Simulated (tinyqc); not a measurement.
Heat flow across a film from the phonon Boltzmann equation in the relaxation-time approximation: one step, computed by the program tinyqc.

Two black walls, hot at x = 0 and cold at x = L, emit phonons isotropically. For one free path Lambda, with tau = x/Lambda, tau_L = L/Lambda and phi = (T - T_cold)/Delta T, energy balance gives phi(tau) = (1/2) [E2(tau) + int_0^tau_L phi(s) E1(|tau - s|) ds]; E_n are the exponential integrals. The flux over the ballistic flux C v Delta T/4 is psi = 1 - 2 int_0^tau_L phi(s) E2(s) ds, and kappa_eff/kappa = (3/4) tau_L psi. kappa = C v Lambda/3 is an input, so at fixed kappa a longer free path means a smaller C v.

Task: The small linear system for Lambda_1. Cut the film into n equal cells with constant phi, collocated at the centres c_i: the kernel integrates to A_ij = |E2(|c_i - e_j|) - E2(|c_i - e_(j+1)|)|/2 for cell edges e_j, and A_ii = 1 - E2(half a cell); solve (1 - A) phi = E2(c)/2; psi = 1 - 2 sum_j phi_j [E3(e_j) - E3(e_(j+1))].

Inputs (values chosen for the exercise, modelled on gallium arsenide): film thickness L = 17 nm; free path Lambda_1 = 77 nm; cells n in the small system = 5.

Give: optical thickness tau_L; 1 - A; right-hand side E2(c)/2; flux weights E3(e_j) - E3(e_(j+1)).

Result:

optical thickness tau_L = 0.2208

1 - A, lower triangle (symmetric):
```
         1        2        3        4       5
1   0.9062
2  -0.0581   0.9062
3  -0.0430  -0.0581   0.9062
4  -0.0348  -0.0430  -0.0581   0.9062
5  -0.0293  -0.0348  -0.0430  -0.0581  0.9062
```

right-hand side E2(c)/2: 0.4531  0.3950  0.3520  0.3172  0.2879

flux weights E3(e_j) - E3(e_(j+1)): 0.04020  0.03494  0.03112  0.02803  0.02544
